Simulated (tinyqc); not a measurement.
When the Fermi surface touches the face: free and nearly free electrons in a metal.

The cubic cell holds 4 atoms: n = 4 z/a^3, kF = (3 pi^2 n)^(1/3), EF = c kF^2/m, vF = 2 c kF/(m hbar), c = hbar^2/2m0; rs = (3/(4 pi n))^(1/3)/a0; D(EF) = 3 n/(2 EF).

Two plane waves k and k - G, G = (111) (2 pi/a): H = [[c k^2/m, V], [V, c (k - G)^2/m]] with c = hbar^2/2m0.

Constants: hbar^2/2m0 = 3.80998211 eV angstrom^2; hbar = 6.58211957e-16 eV s; a0 (Bohr radius) = 0.5291772105 angstrom.

Parameters, chosen for this exercise (out of a larger set: near those of Ag, whose d bands this model ignores; not measured data):
- a = 4.088 angstrom (fcc lattice constant)
- z = 1 (free electrons an atom)
- m = 1 m0 (mass)

On the face the lower band is E = c (G^2/4 + q^2)/m - V, q along the face. EF is held at its free value. A neck opens where EF > c G^2/(4m) - V, with radius q; the second band fills where EF > c G^2/(4m) + V.

Necks:

| V (eV) | lower band at the face centre (eV) | neck radius (1/angstrom) | radius/kF |
|---|---|---|---|
| 0.2 | 6.550 | - | - |
| 0.5 | 6.250 | - | - |
| 0.8 | 5.950 | - | - |
| 1.1 | 5.650 | - | - |
| 1.4 | 5.350 | 0.1970 | 0.164 |
| 1.8 | 4.950 | 0.3792 | 0.316 |
| 2.2 | 4.550 | 0.4988 | 0.415 |
| 2.6 | 4.150 | 0.5948 | 0.495 |

EF = 5.498 eV
c G^2/(4m) = 6.750 eV

What can be read from this table?

Contact needs V > 1.252 eV. It is first met at V = 1.4 eV of those listed, and the radius then grows as the square root of the excess, to 0.495 kF at 2.6 eV. EF is held at its free value here; a count of states lowers it as V grows, strongly for V of an eV or more, so the threshold is a lower bound, the radii are upper bounds, and some necks may vanish.

Program tinyqc; command `OMP_NUM_THREADS=1 python tinyqc.py 1650654 1650655 out.jsonl`; about 0.01 s on one thread of a shared Intel(R) Xeon(R) Processor @ 2.30GHz.
